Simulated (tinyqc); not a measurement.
Round or elliptic silicon nanowire with anisotropic valleys (Ritz method): one step. Matrices of three even functions.

Wire along x = [100] on a (001) wafer, y = [010], z = [001]. Valley groups, two valleys each (w = inverse masses): A, axis along z: w_y = 1/mt, w_z = 1/ml, m_x = mt; B, axis along y: w_y = 1/ml, w_z = 1/mt, m_x = mt; C, axis along x: w_y = w_z = 1/mt, m_x = ml.

Hard wall on the ellipse (y/a)^2 + (z/b)^2 = 1, c = hbar^2/2m0. With u = y/a, v = z/b the operator is -c [(w_y/a^2) d2/du2 + (w_z/b^2) d2/dv2] on the unit disc. Basis (1 - u^2 - v^2) u^i v^j; S, X and Y are the disc integrals of f f', (df/du)(df'/du) and (df/dv)(df'/dv), from the integral of u^p v^q = 2 Gamma((p+1)/2) Gamma((q+1)/2)/((p + q + 2) Gamma((p+q+2)/2)) for even p, q; H = c (w_y X/a^2 + w_z Y/b^2).

Constants: hbar^2/2m0 = 3.80998211 eV angstrom^2.

Inputs chosen for the exercise (near those of a Si nanowire; the results hold for these values, not for the real material): ml = 0.921 m0 (longitudinal mass); mt = 0.193 m0 (transverse mass); a = 29 angstrom (semi-axis along y); b = 29 angstrom (semi-axis along z); group = B (valley group worked out).

Question. Basis 1, u^2, v^2 times (1 - u^2 - v^2); form S and H for the chosen group.

Give: S; H.

Answer.

S:
```
            1       u^2       v^2
1    1.047198  0.130900  0.130900
u^2  0.130900  0.039270  0.013090
v^2  0.130900  0.013090  0.039270
```

H (meV):
```
           1      u^2      v^2
1    89.1959  14.8660  14.8660
u^2  14.8660   8.1503   1.8582
v^2  14.8660   1.8582  17.8652
```

Computed by tinyqc, a small Python program: `OMP_NUM_THREADS=1 python tinyqc.py 1280925 1280926 out.jsonl` (the numbers bound the seed that draws the inputs); one thread of a shared host (Intel(R) Xeon(R) Processor @ 2.30GHz), about 0.06 s for the whole set of steps.
